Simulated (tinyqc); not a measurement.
# p-n diode, drift-diffusion by the Gummel loop with Scharfetter-Gummel fluxes: current against voltage in the dark

Abrupt junction at x = 0, p side from -Lp, n side to Ln, ohmic contacts. psi is counted from the intrinsic level; n = ni exp((psi - phin)/Vt), p = ni exp((phip - psi)/Vt). Contacts: p side psi = V - Vt ln(Na/ni), p = Na, n = ni^2/Na; n side psi = Vt ln(Nd/ni), n = Nd, p = ni^2/Nd. Constant mobilities, D = mu Vt, Boltzmann statistics, SRH recombination through a mid-gap level, U = (n p - ni^2)/(tp (n + ni) + tn (p + ni)). Current is positive from the p contact to the n contact.

ni = sqrt(Nc Nv) exp(-Eg/(2 Vt)), Eg in volts. Poisson and both continuity equations are solved self-consistently with Scharfetter-Gummel fluxes on a graded mesh of 500 nodes. J_scr is q times the integral of U between -xp and xn. Ideal diffusion current J_id = q ni^2 [Dn coth(wp/Le)/(Le Na) + Dp coth(wn/Lh)/(Lh Nd)] (exp(V/Vt) - 1), Le = sqrt(Dn tn), Lh = sqrt(Dp tp), wp = Lp - xp, wn = Ln - xn, with xp and xn from the depletion approximation (W = sqrt(2 eps0 eps_r (Vbi - V)(1/Na + 1/Nd)/q), xp = W Nd/(Na + Nd), xn = W Na/(Na + Nd), Vbi = Vt ln(Na Nd/ni^2)). Ideality factor = 0.004 V/(Vt ln[J(V + 0.004 V)/J(V)]). Here G = 0.

Parameters, values chosen for the exercise; band and dielectric values close to those of indium phosphide:
- T = 350 K (temperature)
- Eg = 1.33 eV (band gap)
- eps_r = 12.5 (relative permittivity)
- Nc = 7.06e17 cm^-3 (conduction-band density of states at T)
- Nv = 1.41e19 cm^-3 (valence-band density of states at T)
- Na = 1.5e17 cm^-3 (acceptor density of the p side)
- Nd = 3e16 cm^-3 (donor density of the n side)
- mun = 3000 cm^2/(V s) (electron mobility)
- mup = 120 cm^2/(V s) (hole mobility)
- tn = 2e-9 s (SRH lifetime of electrons)
- tp = 2e-7 s (SRH lifetime of holes)
- Lp = 1 um (length of the p side)
- Ln = 6.2 um (length of the n side)
- G = 0 cm^-3 s^-1 (uniform generation rate)

Constants: q = 1.602176634e-19 C, kB = 1.380649e-23 J/K, Vt = kB T/q, eps0 = 8.8541878128e-14 F/cm where lengths are in cm. Results are converted to the units shown.

Result of one run:
columns A: V (V); B: J (A/cm^2); C: ideality factor; D: J_scr/J (%); E: J_id (A/cm^2); F: share recombining at the contacts (%); G: larger minority/doping at -xp and xn
```
A           B     C     D        E      F         G
0.22  1.81e-7  1.80  99.4  1.09e-9  0.583  1.85e-12
```

What becomes of these results when the bias of the p contact V is changed from 0.22 to 0.31 V, all else the same?

Result of the changed run:
columns A: V (V); B: J (A/cm^2); C: ideality factor; D: J_scr/J (%); E: J_id (A/cm^2); F: share recombining at the contacts (%); G: larger minority/doping at -xp and xn
```
A           B     C     D        E     F         G
0.31  9.20e-7  1.85  97.7  2.16e-8  2.27  3.63e-11
```

The whole series:
columns A: V (V); B: J (A/cm^2); C: ideality factor; D: J_scr/J (%); E: J_id (A/cm^2); F: share recombining at the contacts (%); G: larger minority/doping at -xp and xn
```
A           B     C      D        E      F         G
0.22  1.81e-7  1.80   99.4  1.09e-9  0.583  1.85e-12
0.31  9.20e-7  1.85   97.7  2.16e-8   2.27  3.63e-11
0.41  5.71e-6  1.74   89.6  5.93e-7   10.0  9.93e-10
0.5   3.62e-5  1.47   67.7  1.17e-5   31.2   1.94e-8
0.59  3.49e-4  1.19   34.0  2.31e-4   63.9   3.80e-7
0.68  0.00513  1.05   11.4  0.00455   85.7   7.39e-6
0.78    0.128  1.01   2.80    0.125   94.0   1.98e-4
0.87     2.46  1.01  0.757     2.46   96.0   0.00373
0.96     45.3  1.07  0.169     48.4   96.8    0.0605
```

J rises from 1.81e-7 to 45.3 A/cm^2; the ideality factor moves up and down between 1.01 and 1.85. Recombination in the depleted layer carries over half of the current up to V = 0.5 V, where the factor is 1.47; it grows roughly as exp(V/2 Vt), so diffusion overtakes it. Where the factor is lowest (V = 0.87 V), J is 0.14 % above the ideal diffusion current.

tinyqc, about 0.2 s, one thread, Intel Xeon 2.30GHz (shared host): `OMP_NUM_THREADS=1 python tinyqc.py 2240119 2240120 out.jsonl`
